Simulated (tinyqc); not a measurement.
Inside a calculation. Model: rigid-ion and shell models of the dielectric response of an ionic crystal. Computed by tinyqc, a small Python program that keeps every step. Command: `OMP_NUM_THREADS=1 python tinyqc.py 3021960 3021961 out.jsonl shell walk`. One thread of a shared host (Intel(R) Xeon(R) Processor @ 2.30GHz), about 0.01 s of CPU time with the checks. Intermediate numbers are printed to about 6 digits and carried at full precision; extremes and crossings named in words are read from the listed rows.

Charges +Z and -Z; 4 nearest neighbours, Madelung constant M = 1.638055, volume per ion pair Omega = 3.079201 d^3. Energy per pair U = -M Z^2 e2/d + 4 A exp(-d/rho), e2 = e^2/(4 pi eps_0). In the shell model the anion is a core of charge Y - Z and a massless shell of charge -Y, joined by the spring k; the repulsion acts on the shell. Each ion feels the Lorentz field E + (4 pi/3) P (Gaussian units).

Inputs (values chosen for the exercise, for a model crystal):
```
quantity                       value           unit
nearest-neighbour distance d    2.84       angstrom
ionic charge Z                  1.22              e
hardness d/rho                  8.89              -
cation mass                     86.1              u
anion mass                        16              u
shell charge size Y             3.06              e
core-shell spring k             63.5  eV/angstrom^2
cation polarisability alpha_+   0.51     angstrom^3
film thickness t                 9.5             nm
```

Structure: zinc blende.

Constants: e^2/(4 pi eps_0) = 14.39964548 eV angstrom; 1 eV/angstrom^3 = 160.2176634 GPa; nu for 1 eV/(angstrom^2 u) = 15.6333042 THz; 1 THz = 33.35640952 1/cm; eps_0 = 8.8541878128e-12 F/m; h x 1 THz = 4.135667696 meV.

## Equilibrium, bulk modulus and repulsive spring

Zero pressure fixes 4 A exp(-d/rho) = M Z^2 e2 rho/d^2. Then U = -(M Z^2 e2/d)(1 - rho/d), B = M Z^2 e2 (d/rho - 2)/(9 Omega d), and the spring of one sublattice against the other is R = (1/3) x (Laplacian of the repulsion summed over neighbours) = M Z^2 e2 (d/rho - 2)/(3 d^3), so R = 3 B Omega/d^2.

volume Omega = 70.5331 angstrom^3

lattice energy U = -10.9713 eV/pair

bulk modulus B = 21.4969 GPa

repulsive spring R = 3.52000 eV/angstrom^2

## Rigid ions

With C = 4 pi Z^2 e2/(3 Omega): mu lambda_TO = R - C, mu lambda_LO = R + 2 C; eps_inf = 1 and eps_s = lambda_LO/lambda_TO. lambda in eV/(angstrom^2 u) gives the wavenumber 15.6333042 x 33.35640952 x sqrt(lambda); mu is the reduced mass.

Coulomb spring C = 1.27282 eV/angstrom^2

omega_TO, rigid ions = 212.814 1/cm

omega_LO, rigid ions = 349.639 1/cm

eps_s, rigid ions = 2.69922

## Shell model: electronic response

Eliminating the shell gives the anion polarisability alpha_- = Y^2 e2/(k + R), the Szigeti charge Z_S = Z - Y R/(k + R) and the softened spring R' = k R/(k + R). With b = 4 pi (alpha_+ + alpha_-)/(3 Omega): eps_inf = (1 + 2b)/(1 - b) (Clausius-Mossotti); Born charge Z* = Z_S (eps_inf + 2)/3.

anion polarisability alpha_- = 2.01183 angstrom^3

Szigeti charge Z_S = 1.05928 e

softened spring R' = 3.33513 eV/angstrom^2

b = 0.149765

eps_inf = 1.52844

Born charge Z* = 1.24587 e

Overlap pushes the shell back and lowers the effective charge to 87 % of Z; the local field then raises the Born charge to 102 % of Z.

## Shell model: lattice response

mu lambda_TO = R' - (4 pi e2/(3 Omega)) Z_S^2/(1 - b); mu lambda_LO = mu lambda_TO + 4 pi e2 Z*^2/(eps_inf Omega); eps_s = eps_inf lambda_LO/lambda_TO.

mu lambda_TO = 2.20654 eV/angstrom^2

omega_TO = 210.881 1/cm

omega_LO = 311.415 1/cm

eps_s = 3.33313

share of R' left after the dipole term = 0.661607

The dipole field cancels 34 % of the short-range spring.

## As a gate dielectric

Capacitance per area eps_0 eps_s/t; equivalent oxide thickness EOT = t x 3.9/eps_s; the surface optical mode against silicon (eps = 11.7) lies at omega_TO sqrt[(eps_s + 11.7)/(eps_inf + 11.7)], and its squared coupling to channel electrons scales as g = hbar omega_SO [1/(11.7 + eps_inf) - 1/(11.7 + eps_s)], with hbar omega = h c x wavenumber.

capacitance per area = 3.10654 fF/micrometre^2

equivalent oxide thickness = 11.1157 nm

surface optical mode = 224.806 1/cm

remote-phonon coupling g = 0.252941 meV

## From rigid to soft shells

The formulas are those given above.

Response against the core-shell spring:
```
k (eV/angstrom^2)  eps_inf      Z_S       Z*  omega_TO (1/cm)  omega_LO (1/cm)    eps_s
51                 1.64590  1.02244  1.24257          210.870          304.908  3.44122
64                 1.52477  1.06047  1.24597          210.881          311.632  3.32975
83                 1.42012  1.09551  1.24892          210.892          318.223  3.23347
110                1.33639  1.12512  1.25128          210.900          324.122  3.15645
170                1.24828  1.15793  1.25376          210.908          331.047  3.07541
250                1.19786  1.17751  1.25517          210.913          335.393  3.02904
510                1.14426  1.19902  1.25668          210.918          340.363  2.97976
1900               1.10718  1.21434  1.25773          210.922          344.036  2.94566
```

From the stiffest to the softest shell eps_inf rises from 1.11 to 1.65 and Z_S falls from 1.21 to 1.02; omega_LO moves by -11 % and omega_TO by 0.0 %. Screening by eps_inf cuts the LO frequency, which rigid ions overstate (rigid ions: 350 per cm); eps_s goes from 2.95 to 3.44.

Checks made by the program: TO spring by direct elimination of the shell from the 2 x 2 energy matrix (relative difference below 1e-10); Szigeti's relation mu lambda_TO (eps_s + 2)/(eps_inf + 2) = R' (relative difference below 1e-10).
